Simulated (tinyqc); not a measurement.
Voltage: WKB tunnelling through a gate dielectric with a two-band (Franz) dispersion.

At depth x the conduction edge lies u(x) = phi - V x/t above the electron. Parabolic: kappa = sqrt(m u/c). Franz: kappa = sqrt(m u (1 - u/Eg)/c), which vanishes at both band edges. c = hbar^2/2m0. T = exp(-2 integral of kappa dx) over the region u > 0; no image force, no prefactor, zero transverse momentum. The region ends at x_e = min(t, phi t/V); x_e < t is the Fowler-Nordheim regime.

Constants: hbar^2/2m0 = 3.80998211 eV angstrom^2.

Inputs chosen for the exercise (of the size used for HfO2 on silicon; shifted at random, so the results belong to these values and not to a real crystal):
```
symbol  value  unit      meaning
Eg      5.63   eV        gap of the dielectric
phi     1.55   eV        barrier above the electron energy at the emitter
m       0.23   m0        mass at the conduction edge
t       29     angstrom  thickness
```

The same layer at other voltages.

Exponents 2 I and transmission:
```
V (V)      shape  x_e (angstrom)  2 I parabolic  2 I Franz   T Franz
0.25   trapezoid           29.00         17.006     14.693  4.16e-07
0.50   trapezoid           29.00         16.223     14.212  6.73e-07
1.00   trapezoid           29.00         14.458     12.976  2.32e-06
1.50   trapezoid           29.00         12.151     11.086  1.53e-05
2.00    triangle           22.48          9.167      8.368  0.000232
3.00    triangle           14.98          6.111      5.578   0.00378
4.00    triangle           11.24          4.583      4.184    0.0152
5.00    triangle            8.99          3.667      3.347    0.0352
6.00    triangle            7.49          3.056      2.789    0.0615
```

While the barrier is a trapezoid T rises by a factor 36.9 from 0.25 to 1.5 V. Beyond V = phi = 1.55 V the path shortens and the exponent falls as 1/V: from 4 to 6 V it goes from 4.18 to 2.79, the ratio 0.667 = 4/6. The last row means 20.7 MV/cm; rows above about 7 MV/cm are past breakdown.

Run: tinyqc, `OMP_NUM_THREADS=1 python tinyqc.py 1480031 1480032 out.jsonl`; Intel(R) Xeon(R) Processor @ 2.30GHz, one thread, shared host; about 0.01 s of CPU time with all checks.
